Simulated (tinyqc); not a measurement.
Strained Delta valleys, repopulation and conductivity mass: one step of the calculation.

A cubic crystal with three pairs of conduction valleys along x, y and z under uniaxial stress X along [001] (X > 0 is tension); current along [110]. Non-degenerate electrons, fixed total density, one relaxation time for all valleys and stresses, masses unchanged by strain, so the mobility goes as the mean inverse mass.

Task. Strain tensor. Stress s_ij = X a_i a_j with a the unit vector along [001]; strain e_ii = s11 s_ii + s12 (s_jj + s_kk), e_ij = s44 s_ij/2.

Inputs (values chosen for the exercise); values close to those of silicon: compliance s11 = 7.77 1/TPa; compliance s12 = -2.17 1/TPa; compliance s44 = 12.6 1/TPa; uniaxial stress (tension positive) X = -840 MPa.

Give: strain.

Result.

strain (%):
```
,x,y,z
x,0.1823,0.0000,0.0000
y,0.0000,0.1823,0.0000
z,0.0000,0.0000,-0.6527
```

tinyqc, about 0.01 s, one thread, Intel Xeon 2.30GHz (shared host): `OMP_NUM_THREADS=1 python tinyqc.py 2530112 2530113 out.jsonl`
